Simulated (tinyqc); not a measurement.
Three-phonon processes in a diatomic chain: dispersion, energy and momentum conservation, and decay channels of optical phonons: one step, computed by the program tinyqc. Command: `OMP_NUM_THREADS=1 python tinyqc.py 3121344 3121345 out.jsonl threeph walk`. One thread of a shared host (Intel(R) Xeon(R) Processor @ 2.30GHz), about 0.04 s of CPU time with the checks.

Cell length a, two atoms, one spring constant. x = q a/pi runs from -1 to 1; A and O are the acoustic and optical branches. Matrix elements are not computed: only conservation laws and occupation factors are followed.

Problem. Band edges. omega^2 = k (1/m + 1/M) -/+ k sqrt((1/m + 1/M)^2 - 4 sin^2(pi x/2)/(m M)); nu = 15.6333042 THz x sqrt(omega^2) for eV/(angstrom^2 u). Acoustic top sqrt(2 k/M), optical bottom sqrt(2 k/m), optical top sqrt(2 k (1/m + 1/M)).

Inputs (values chosen for the exercise, for a model chain): light mass m = 12 u; heavy mass M = 55 u; spring constant k = 6.8 eV/angstrom^2.

Constants: nu for 1 eV/(angstrom^2 u) = 15.6333042 THz.

Give: acoustic top; optical bottom; optical top; optical top over twice the acoustic top; optical bottom over twice the acoustic top; optical width over acoustic top.

Solution.

acoustic top = 7.7739 THz

optical bottom = 16.643 THz

optical top = 18.369 THz

optical top over twice the acoustic top = 1.1815

optical bottom over twice the acoustic top = 1.0704

optical width over acoustic top = 0.22204

The zone-centre optical phonon lies above twice the acoustic top (M/m > 3), so its decay into two acoustic phonons is forbidden; at M/m > 4 energy alone forbids it for every optical phonon.
